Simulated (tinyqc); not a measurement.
Inside a calculation. Model: diffused layer (Gaussian), carriers, mobility and sheet resistance with incomplete ionisation.

tinyqc, about 0.01 s, one thread, Intel Xeon 2.30GHz (shared host): `OMP_NUM_THREADS=1 python tinyqc.py 2110072 2110073 out.jsonl` Printed values are rounded.

A p-type layer from the surface x = 0 to the junction xj, N(x) = N0 exp(-(x/Ld)^2). Local neutrality (no depletion at surface or junction, no spilling of carriers), intrinsic carriers neglected, Boltzmann statistics.

Inputs (values chosen for the exercise); values close to those of boron in silicon over an n-type background:
```
symbol,value,unit,meaning
T,300,K,temperature
Nb,1e15,cm^-3,background doping of the opposite type
N0,7.1e17,cm^-3,peak chemical concentration
m1,43.7,cm^2/(V s),mobility limit at high doping
m2,487,cm^2/(V s),"mobility limit at low doping, at 300 K"
Nr,2.2e17,cm^-3,reference doping of the mobility law
am,0.738,,exponent of the mobility law
bt,2,,temperature exponent of m2
Ns,1.93e20,cm^-3,solubility limit of active dopant
NB,2.67e19,cm^-3,valence-band density of states at T
Ei,0.0461,eV,ionisation energy in the dilute limit
gd,4,,degeneracy factor of the level
ks,0,eV cm,lowering of Ei per N^(1/3)
Ld,21,nm,diffusion length 2 sqrt(D t)
```

Constants: q = 1.602176634e-19 C, kB = 1.380649e-23 J/K, Vt = kB T/q. Results are converted to the units shown.

Range of the model: The layer is thin and light enough that depletion at the surface and the junction, left out here, would remove a good share of its carriers.

## Junction depth and local values

xj = Ld sqrt(ln(N0/Nb)); 10 equal steps from 0 to xj. Active dopant A = min(N, Ns); p solves p (p + Nb)/(A - Nb - p) = K, K = (NB/gd) exp(-E/Vt), E = max(Ei - ks A^(1/3), 0), so p = 2 K (A - Nb)/[Nb + K + sqrt((Nb + K)^2 + 4 K (A - Nb))]; mobility mu = m1 + (m2 (T/300 K)^(-bt) - m1)/(1 + ((A + Nb)/Nr)^am).

xj = 53.8078 nm

```
point   x (nm)   N (cm^-3)   A (cm^-3)  p (1e17 cm^-3)  mu (cm^2/(V s))
0       0.0000      7.1e17      7.1e17         4.92439          174.983
1       5.3808  6.64884e17  6.64884e17         4.68144          179.497
2      10.7616  5.46019e17  5.46019e17         4.01204          193.536
3      16.1423  3.93229e17  3.93229e17         3.07618          218.366
4      21.5231  2.48346e17  2.48346e17         2.08439          255.116
5      26.9039  1.37545e17  1.37545e17         1.22960          302.809
6      32.2847  6.68044e16  6.68044e16         0.62291          355.987
7      37.6655  2.84539e16  2.84539e16         0.26790          405.066
8      43.0463  1.06280e16  1.06280e16         0.09538          441.567
9      48.4270  3.48128e15  3.48128e15         0.02474          463.294
10     53.8078        1e15        1e15         0.00000          473.609
```

At the point of highest doping 69.5 % of the net active dopant gives free carriers. The mobility runs from 175 to 474 cm^2/(V s).

## Sheet quantities by the trapezoid rule

Dose = integral of N, carrier sheet density = integral of p, 1/Rs = q integral of p mu, mean mobility 1/(q Rs sheet density), Hall mobility (unit Hall factor) = integral of p mu^2 over integral of p mu, Hall sheet density = (integral of p mu)^2/integral of p mu^2; all from 0 to xj.

dose = 1.3209e12 cm^-2
carrier sheet density = 9.9850e11 cm^-2
Rs = 28946 ohm/square
mean mobility = 215.95 cm^2/(V s)
Hall mobility = 229.18 cm^2/(V s)
Hall sheet density = 9.4085e11 cm^-2

Carriers make up 75.6 % of the dose. A Hall measurement weights the mobile tail, so its sheet density is 5.8 % below the true one. With 4000 steps Rs = 28940 ohm/square; the coarse value is 0.013 % above it.
